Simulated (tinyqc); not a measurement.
Worked calculation: coupled-perturbed Hartree-Fock on RHF in the sto-3g basis, for BeH+, spin multiplicity 1. One step of it, computed by the program tinyqc.

Question. Response to a field: uncoupled start. Field along z; U_ai = -mu_ai / (e_a - e_i), alpha = -4 sum U_ai mu_ai.

orbital energies (hartree): [-5.017721, -0.726785, -0.262347, -0.141186, -0.141186, 0.310860]

dipole integrals <a|z|i> (bohr), order a3, a4, a5, a6:
```
[[-0.102259, -0.745119],
 [0.000000, 0.000000],
 [0.000000, 0.000000],
 [-0.103704, 0.762859]]
```

Give: uncoupled U; uncoupled polarisability.

Answer.

uncoupled U, order a3, a4, a5, a6:
```
[[0.0215, 1.6043],
 [0.0000, 0.0000],
 [0.0000, 0.0000],
 [0.0195, -0.7352]]
```

uncoupled polarisability = 7.0420 bohr^3
